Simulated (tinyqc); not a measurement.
Cahn-Hilliard equation on a periodic one-dimensional grid: one step, computed by the program tinyqc. Command: `OMP_NUM_THREADS=1 python tinyqc.py 3023014 3023015 out.jsonl cahn walk`. One thread of a shared host (Intel(R) Xeon(R) Processor @ 2.30GHz), about 0.01 s of CPU time with the checks.

Free energy F = h sum_j [A (c_j^2 - 1)^2/4 + (kappa/2) ((c_(j+1) - c_j)/h)^2]; dc/dt = Lap(mu), mu = A (c^3 - c) - kappa Lap(c), Lap(y)_j = (y_(j+1) - 2 y_j + y_(j-1))/h^2, mobility 1; the grid has n = 16 points.

Question. The first step. Start: c_j = c0 + amplitude x (z_j - mean of z). With Fourier components y_m = sum_j y_j exp(-2 pi i j m/n): c_m(new) = [c_m - dt lambda_m N_m]/(1 + dt kappa lambda_m^2), N = A (c^3 - c), lambda_m = (4/h^2) sin^2(pi m/n).

Inputs (values chosen for the exercise, in reduced units):
```
quantity                    value  unit
spacing h                     1.2     -
well depth A                 0.97     -
gradient coefficient kappa   0.46     -
mean composition c0         -0.14     -
noise amplitude              0.05     -
time step dt                 0.45     -
```

Scheme: semi-implicit Fourier.

random numbers: -0.119  0.793  -0.035  -0.539  0.908  -0.323  0.295  0.678  0.819  0.999  -0.351  -0.593  0.732  0.608  0.560  0.069

Give: c at the start; mu at the start; c after one step; F at the start; F after one step.

Answer.

c at the start: -0.1600  -0.1144  -0.1558  -0.1810  -0.1087  -0.1702  -0.1393  -0.1202  -0.1131  -0.1041  -0.1716  -0.1837  -0.1175  -0.1237  -0.1261  -0.1506

mu at the start: 0.1337  0.1373  0.1423  0.1387  0.1469  0.1308  0.1363  0.1187  0.1077  0.1243  0.1439  0.1472  0.1355  0.1169  0.1274  0.1379

c after one step: -0.1591  -0.1141  -0.1570  -0.1801  -0.1123  -0.1680  -0.1430  -0.1184  -0.1064  -0.1028  -0.1760  -0.1884  -0.1182  -0.1175  -0.1252  -0.1535

F at the start = 4.474

F after one step = 4.473
